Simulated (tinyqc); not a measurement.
Worked calculation: sp3 tight binding, zinc-blende lattice. Computed by tinyqc, a small Python program that keeps every step. Command: `OMP_NUM_THREADS=1 python tinyqc.py 26631 26632 out.jsonl` (the two numbers bound the seeds that draw the settings). One thread of a shared host (Intel(R) Xeon(R) Processor @ 2.60GHz), about 0.01 s of CPU time with the checks.

## Bloch Hamiltonian at k

Parameters chosen for this model: zinc-blende lattice, anion at 0, cation at a/4 (1,1,1); V = eta hbar^2 / (m d^2), hbar^2/m = 7.619964 eV angstrom^2:
```
parameter,value,unit
a,3.600000,angstrom
d,1.558846,angstrom
Es anion,-13.470000,eV
Ep anion,-7.720000,eV
Es cation,-10.300000,eV
Ep cation,-6.060000,eV
eta ss,-1.320000,
eta sp,1.420000,
eta pp sigma,2.220000,
eta pp pi,-0.630000,
V ss,-4.139240,eV
V sp,4.452818,eV
V pp sigma,6.961449,eV
V pp pi,-1.975546,eV
```

k point k (2 pi / a): -0.150000  -0.180000  -0.520000

Slater-Koster rules over the four bonds with direction cosines (l, m, n): ss V_ss; s-px l V_sp; px-s -l V_sp; px-px l^2 V_pps + (1 - l^2) V_ppp; px-py l m (V_pps - V_ppp); each times exp(i k.d).

H(k) at k (eV):
```
,a s,a px,a py,a pz,c s,c px,c py,c pz
a s,-13.470000,0.000000,0.000000,0.000000,-10.583261-0.786077i,-2.033598-1.578073i,-1.680477-1.909675i,-0.458473-6.999690i
a px,0.000000,-7.720000,0.000000,0.000000,2.033598+1.578073i,2.565639+0.190564i,-0.531263-8.111005i,-1.947280-2.212868i
a py,0.000000,0.000000,-7.720000,0.000000,1.680477+1.909675i,-0.531263-8.111005i,2.565639+0.190564i,-2.356465-1.828618i
a pz,0.000000,0.000000,0.000000,-7.720000,0.458473+6.999690i,-1.947280-2.212868i,-2.356465-1.828618i,2.565639+0.190564i
c s,-10.583261+0.786077i,2.033598-1.578073i,1.680477-1.909675i,0.458473-6.999690i,-10.300000,0.000000,0.000000,0.000000
c px,-2.033598+1.578073i,2.565639-0.190564i,-0.531263+8.111005i,-1.947280+2.212868i,0.000000,-6.060000,0.000000,0.000000
c py,-1.680477+1.909675i,-0.531263+8.111005i,2.565639-0.190564i,-2.356465+1.828618i,0.000000,0.000000,-6.060000,0.000000
c pz,-0.458473+6.999690i,-1.947280+2.212868i,-2.356465+1.828618i,2.565639-0.190564i,0.000000,0.000000,0.000000,-6.060000
```

## Levels at k

Diagonalise the Hermitian matrix.

eigenvalues (eV): -25.500480  -17.277606  -15.809803  -14.074379  -0.762760  1.732034  2.023979  4.559015

weights |c|^2 of the basis functions:
```
,band 1,band 2,band 3,band 4,band 5,band 6,band 7,band 8
a s,0.497660,0.055762,0.000690,0.060246,0.036578,0.182148,0.002265,0.164651
a px,0.004158,0.212477,0.284771,0.036184,0.015692,0.150711,0.209069,0.086938
a py,0.006063,0.210942,0.259922,0.063287,0.019574,0.105970,0.241893,0.092349
a pz,0.048807,0.063385,0.001137,0.400769,0.358839,0.009400,0.000288,0.117376
c s,0.373019,0.062812,0.000959,0.072478,0.045020,0.232216,0.003372,0.210123
c px,0.005312,0.184524,0.228861,0.026890,0.021353,0.196417,0.236040,0.100602
c py,0.007469,0.172050,0.222730,0.046046,0.026336,0.114959,0.306744,0.103665
c pz,0.057513,0.038048,0.000930,0.294100,0.476607,0.008179,0.000329,0.124295
```

## Bloch Hamiltonian at G

k point G (2 pi / a): 0  0  0

As before.

H(k) at G (eV):
```
,a s,a px,a py,a pz,c s,c px,c py,c pz
a s,-13.470000,0.000000,0.000000,0.000000,-16.556959,0.000000,0.000000,0.000000
a px,0.000000,-7.720000,0.000000,0.000000,0.000000,4.013808,0.000000,0.000000
a py,0.000000,0.000000,-7.720000,0.000000,0.000000,0.000000,4.013808,0.000000
a pz,0.000000,0.000000,0.000000,-7.720000,0.000000,0.000000,0.000000,4.013808
c s,-16.556959,0.000000,0.000000,0.000000,-10.300000,0.000000,0.000000,0.000000
c px,0.000000,4.013808,0.000000,0.000000,0.000000,-6.060000,0.000000,0.000000
c py,0.000000,0.000000,4.013808,0.000000,0.000000,0.000000,-6.060000,0.000000
c pz,0.000000,0.000000,0.000000,4.013808,0.000000,0.000000,0.000000,-6.060000
```

## Levels at G

As before.

eigenvalues (eV): -28.517652  -10.988726  -10.988726  -10.988726  -2.791274  -2.791274  -2.791274  4.747652

## Bands along a path

The same steps at evenly spaced points between the labelled ones.

Bands along the path (eV):
```
k,band 1,band 2,band 3,band 4,band 5,band 6,band 7,band 8
L,-23.370387,-21.224495,-14.898030,-14.898030,0.965928,1.118030,1.118030,6.078954
L-G 0.25,-24.893526,-19.299731,-14.452894,-14.452894,0.672894,0.672894,1.082595,5.560662
L-G 0.50,-26.748690,-16.173898,-13.251136,-13.251136,-0.528864,-0.528864,0.696227,4.676360
L-G 0.75,-28.049648,-12.844341,-11.761419,-11.761419,-2.018581,-2.018581,-1.266516,4.610505
G,-28.517652,-10.988726,-10.988726,-10.988726,-2.791274,-2.791274,-2.791274,4.747652
G-X 0.25,-27.888958,-12.825848,-12.825848,-11.703614,-2.473016,-0.954152,-0.954152,4.515587
G-X 0.50,-26.090640,-15.819707,-15.819707,-13.704875,-1.572101,2.039707,2.039707,3.817615
G-X 0.75,-23.384678,-18.036527,-18.036527,-16.606066,-0.249910,2.690653,4.256527,4.256527
X,-20.695425,-19.373940,-18.834865,-18.834865,1.165425,1.353940,5.054865,5.054865
X-W 0.25,-20.695425,-19.373940,-18.834865,-18.834865,1.165425,1.353940,5.054865,5.054865
X-W 0.50,-20.695425,-19.373940,-18.834865,-18.834865,1.165425,1.353940,5.054865,5.054865
X-W 0.75,-20.695425,-19.373940,-18.834865,-18.834865,1.165425,1.353940,5.054865,5.054865
W,-20.695425,-19.373940,-18.834865,-18.834865,1.165425,1.353940,5.054865,5.054865
```

With 4 band(s) filled, the highest filled level on these points lies at G and the lowest empty one at G: a gap of 8.1975 eV, direct.
